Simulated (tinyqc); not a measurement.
Changing the free density at the anode, in units of N_c: space-charge-limited current through a thin insulating or semi-insulating film with traps. Computed by tinyqc, a small Python program. Command: `OMP_NUM_THREADS=1 python tinyqc.py 3021145 3021146 out.jsonl sclc sweep`. One thread of a shared host (Intel(R) Xeon(R) Processor @ 2.30GHz), about 0.01 s of CPU time with the checks.

One ohmic injecting contact at x = 0 (field zero), drift only, non-degenerate free carriers.

Inputs (values chosen for the exercise, modelled on Si3N4):
```
quantity                                            value        unit
permittivity eps                                      7.5           -
band mobility mu                                    0.081  cm^2/(V s)
effective density of states N_c                     9e+19      1/cm^3
trap density N_t                                  7.2e+15      1/cm^3
equilibrium Fermi level below the band edge, E_0     0.83          eV
thickness d                                          1800          nm
temperature T                                         350           K
characteristic temperature T_c                        900           K
```

Traps: exponential tail.

Constants: k_B = 8.617333262e-05 eV/K; e = 1.602176634e-19 C; eps_0 = 8.8541878128e-12 F/m.

Method:
- Free density n_0 = N_c exp(-E_0/k_B T) in equilibrium; trapped density n_t(n) = N_t (n/N_c)^(T/T_c) (the low-temperature form).
- theta = n/(n + n_t) at the anode density; trap-filled-limit voltage V_TFL = e (N_t - n_t(n_0)) d^2/(2 eps eps_0).
- J = e mu n F and (eps eps_0/e) dF/dx = n - n_0 + n_t(n) - n_t(n_0) = rho(n). With F = J/(e mu n): d = (eps eps_0 J/(e^2 mu)) I_1 and V = (eps eps_0 J^2/(e^3 mu^2)) I_2, I_k = int_(n_L)^infinity dn/(n^(k+1) rho(n)), n_L the density at the anode; with u = n_L/n, 200 Gauss-Legendre points in t, u = 1 - (1 - t)^2.
- Anode field J/(e mu n_L); Mott-Gurney current (9/8) eps eps_0 mu V^2/d^3; ohmic current e n_0 mu V/d.

One run for each value; columns: (1) free density at the anode, in units of N_c; (2) voltage V (V); (3) current density J (A/cm^2); (4) anode field over mean field V/d; (5) theta:
```
(1)              (2)         (3)     (4)      (5)
1.00e-10  5.2608e-03  5.7594e-09  1.6872  0.00959
7.70e-10  1.3166e-02  1.1105e-07  1.6881  0.03260
6.00e-09  3.4873e-02  2.2534e-06  1.6597  0.10567
4.60e-08  1.1119e-01  5.3262e-05  1.6048  0.29090
3.60e-07  4.9586e-01  1.7941e-03  1.5489  0.59057
2.80e-06  2.9861e+00  8.2318e-02  1.5173  0.83478
2.20e-05  2.1446e+01  4.6084e+00  1.5053  0.94683
1.70e-04  1.6127e+02  2.6711e+02  1.5015  0.98416
1.30e-03  1.2234e+03  1.5485e+04  1.5005  0.99538
1.00e-02  9.3893e+03  9.1396e+05  1.5001  0.99867
```

Over the rows, voltage V (V) rises from 0.00526 to 9390 (exponent d ln y / d ln x 0.45 between the first rows and 1.00 between the last); current density J (A/cm^2) rises from 5.76e-9 to 914000 (exponent d ln y / d ln x 1.4 between the first rows and 2.0 between the last); anode field over mean field V/d goes from 1.69 through a maximum among these rows, 1.69 at 7.70e-10, to 1.50.

Caution (rows 1.00e-10, 7.70e-10, 6.00e-9, 4.60e-8): V is below 10 k_B T/e, where diffusion from the contact, left out here, dominates. Caution (rows 0.00130, 0.0100): J V exceeds 1e5 W/cm^2, where self-heating, left out here, would matter. Caution (rows 0.00130, 0.0100): the mean field exceeds 3 MV/cm, where field-assisted emission from traps and breakdown set in.

Extremes, crossings and ranges named in words are read from the listed rows.
